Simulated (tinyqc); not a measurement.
Inside a calculation. Model: p-i-n junction, non-linear Poisson equation by Newton steps.

Numbers from tinyqc (`OMP_NUM_THREADS=1 python tinyqc.py 2000098 2000099 out.jsonl`; about 0.07 s on one thread of a shared Intel Xeon 2.30GHz). Printed values are rounded; ~0 in a residual or rate marks an entry under 1e-11 of the largest of its column.

One dimension, p side on the left, n side on the right; net doping C = -Na for x < 0, 0 for 0 < x < Li and +Nd beyond. The potential psi is counted from the intrinsic level, and the quasi-Fermi potentials are flat: 0 for holes and -V for electrons, so n = ni exp((psi + V)/Vt) and p = ni exp(-psi/Vt) (Boltzmann statistics, full ionisation, no current).

Parameters, values chosen for the exercise; band and dielectric values close to those of indium phosphide: temperature T = 400 K; band gap Eg = 1.36 eV; relative permittivity eps_r = 12.3; conduction-band density of states at T Nc = 8.81e17 cm^-3; valence-band density of states at T Nv = 1.69e19 cm^-3; acceptor density of the p side Na = 8.2e16 cm^-3; donor density of the n side Nd = 2.7e17 cm^-3; bias of the p side against the n side V = 0 V; width of the undoped layer, from x = 0 to Li Li = 230 nm.

Constants: q = 1.602176634e-19 C, kB = 1.380649e-23 J/K, Vt = kB T/q, eps0 = 8.8541878128e-14 F/cm where lengths are in cm. Results are converted to the units shown.

Range of the model: The donor density exceeds a fifth of the band density of states, where Boltzmann statistics begin to fail.

## Intrinsic density, end potentials and Debye lengths

ni = sqrt(Nc Nv) exp(-Eg/(2 Vt)), Eg in volts; psi_p = -Vt ln(Na/ni), psi_n = Vt ln(Nd/ni) - V; Debye length sqrt(eps0 eps_r Vt/(q N)).

ni = 1.04426e10 cm^-3
psi_p = -0.547247 V
psi_n = 0.588324 V
Debye length, p side = 16.9037 nm
Debye length, n side = 9.31550 nm

## Net doping on the mesh

x, node 0 to 12 (nm): -299  -193  -115  -57.6  -15.5  15.5  49.9  87.9  130  177  229  286  350

C = -Na for x < 0, 0 for 0 < x < Li and +Nd beyond, taken at the nodes.

net doping C, node 0 to 12 (cm^-3): -8.2e16  -8.2e16  -8.2e16  -8.2e16  -8.2e16  0  0  0  0  0  0  2.7e17  2.7e17

## Couplings between neighbouring nodes

a_i = eps0 eps_r/h_i for the interval from node i to i + 1, with h_i = x_(i+1) - x_i in cm.

coupling a_i, interval 0 to 11 (F/cm^2): 1.02742e-7  1.39624e-7  1.89733e-7  2.58685e-7  3.51311e-7  3.16589e-7  2.86596e-7  2.58685e-7  2.31716e-7  2.09436e-7  1.91064e-7  1.70166e-7

## Starting potential

The parabolas of an abrupt Na-Nd junction in the depletion approximation: psi_p + q Na (x + xp)^2/(2 eps0 eps_r) for -xp < x < 0, psi_n - q Nd (xn - x)^2/(2 eps0 eps_r) for 0 < x < xn, flat outside, with W = sqrt(2 eps0 eps_r (psi_n - psi_p)(1/Na + 1/Nd)/q), xp = W Nd/(Na + Nd), xn = W Na/(Na + Nd), psi_p = -Vt ln(Na/ni), psi_n = Vt ln(Nd/ni) - V.

psi at the start, node 0 to 12 (V): -0.547247  -0.547247  -0.545634  -0.311102  0.113581  0.500771  0.588324  0.588324  0.588324  0.588324  0.588324  0.588324  0.588324

## Iteration 1: densities, residual and Jacobian diagonal

n_i = ni exp((psi_i + V)/Vt), p_i = ni exp(-psi_i/Vt), rho_i = p_i - n_i + C_i, g_i = (n_i + p_i)/Vt. Box widths w_i = (h_(i-1) + h_i)/2 in cm. Residual F_i = a_i (psi_(i+1) - psi_i) - a_(i-1) (psi_i - psi_(i-1)) + q rho_i w_i; Jacobian: a_(i-1) and a_i beside the diagonal, b_i = -a_(i-1) - a_i - q g_i w_i on it. The two end nodes are fixed.

```
node   n (cm^-3)   p (cm^-3)
0        1329.85      8.2e16
1        1329.85      8.2e16
2        1393.54  7.82524e16
3      1.25630e6  8.68007e13
4     2.81748e11   3.87040e8
5     2.12933e16     5121.21
6         2.7e17     403.881
7         2.7e17     403.881
8         2.7e17     403.881
9         2.7e17     403.881
10        2.7e17     403.881
11        2.7e17     403.881
12        2.7e17     403.881
```

```
node  residual F (C/cm^2)  diagonal b (F/cm^2)
1             2.25136e-10          -3.74891e-6
2              4.02084e-8          -2.79179e-6
3             6.91873e-11          -4.50425e-7
4             -2.18539e-8          -6.10001e-7
5             -1.19462e-7          -9.91545e-7
6             -1.84315e-7          -5.14626e-6
7             -1.73251e-7          -5.57153e-6
8             -1.92718e-7          -6.08139e-6
9             -2.14131e-7          -6.65337e-6
10            -2.35760e-7          -7.24021e-6
11                     ~0          -7.95394e-6
```

## Iteration 1: Newton step

Solve the tridiagonal system a_(i-1) d_(i-1) + b_i d_i + a_i d_(i+1) = -F_i for nodes 1 to 11, with d = 0 on fixed nodes. The full step is added.

Newton step d, node 1 to 11 (V): 0.000306  0.006613  -0.114837  -0.205073  -0.209314  -0.050658  -0.035304  -0.034504  -0.034443  -0.033580  -0.000807
psi after iteration 1, node 0 to 12 (V): -0.547247  -0.546940  -0.539021  -0.425939  -0.091492  0.291457  0.537666  0.553020  0.553820  0.553881  0.554744  0.587517  0.588324

## Iteration 2: densities, residual and Jacobian diagonal

As before.

```
node   n (cm^-3)   p (cm^-3)
0        1329.85      8.2e16
1        1341.72  8.12744e16
2        1688.27  6.45913e16
3        44896.6  2.42887e15
4      7.34609e8  1.48443e11
5     4.90916e13   2.22131e6
6     6.21013e16     1755.97
7     9.69521e16     1124.76
8     9.92282e16     1098.96
9     9.94047e16     1097.01
10    1.01923e17     1069.90
11    2.63755e17     413.444
12        2.7e17     403.881
```

```
node  residual F (C/cm^2)  diagonal b (F/cm^2)
1             4.75979e-12          -3.71788e-6
2              1.46690e-9          -2.36190e-6
3              1.63632e-9          -5.04584e-7
4            -7.31686e-13          -6.09999e-7
5             -5.66133e-8          -6.68646e-7
6             -1.09564e-7          -1.64811e-6
7             -6.64050e-8          -2.35011e-6
8             -7.10188e-8          -2.54516e-6
9             -7.86692e-8          -2.72827e-6
10            -8.29164e-8          -2.98244e-6
11           -7.11072e-11          -7.77832e-6
```

## Iteration 2: Newton step

As before.

Newton step d, node 1 to 11 (V): -0.000233  -0.006247  -0.085332  -0.168190  -0.229200  -0.118620  -0.046658  -0.035759  -0.034194  -0.030251  -0.000752
psi after iteration 2, node 0 to 12 (V): -0.547247  -0.547174  -0.545269  -0.511271  -0.259682  0.062257  0.419046  0.506362  0.518061  0.519687  0.524493  0.586765  0.588324

## Course of the Newton iteration

Stop when the largest undamped |d| is below 1e-9 V, or after 80 iterations.

Course of the iteration:
```
iteration  largest |F| (C/cm^2)  largest |d| (V)  at node
1                       2.36e-7            0.209        5
2                       1.10e-7            0.229        5
3                       8.91e-8            0.311        6
4                       5.00e-8            0.324        7
5                       2.20e-8            0.203        8
6                       8.00e-9           0.0411        9
7                      6.62e-10          2.73e-3       10
8                      1.57e-12          6.54e-6       10
9                      8.56e-18         3.61e-11       10
```

Converged in 9 iterations. Once the step is below 0.1 Vt, 2 more iteration(s) reach the threshold: near the solution the error is roughly squared each time.

## Converged densities, field and charge

converged psi, node 0 to 12 (V): -0.547247  -0.547236  -0.546966  -0.542959  -0.510467  -0.396882  -0.272569  -0.135304  0.016770  0.186544  0.374388  0.582781  0.588324

n and p as above; field E_i = -(psi_(i+1) - psi_i)/h_i on each interval; charge on either side of the peak Q = eps0 eps_r |E|max (Gauss).

```
node   n (cm^-3)   p (cm^-3)
0        1329.85      8.2e16
1        1330.25  8.19751e16
2        1340.74  8.13340e16
3        1506.00  7.24089e16
4        3865.46  2.82108e16
5      1.04307e5  1.04545e15
6      3.84230e6  2.83809e13
7      2.06089e8  5.29129e11
8     1.69865e10   6.41967e9
9     2.33970e12   4.66075e7
10    5.44363e14   2.00322e5
11    2.29896e17     474.335
12        2.7e17     403.881
```

field E, interval 0 to 11 (kV/cm): -0.0010  -0.0347  -0.6980  -7.7177  -36.6405  -36.1375  -36.1224  -36.1221  -36.1221  -36.1238  -36.5603  -0.8660
peak |E| = 36.6405 kV/cm
charge Q = 39.9038 nC/cm^2

A mesh of more than 1000 nodes gives a peak field of 47.89 kV/cm; the 13-node value is 23 % below it.
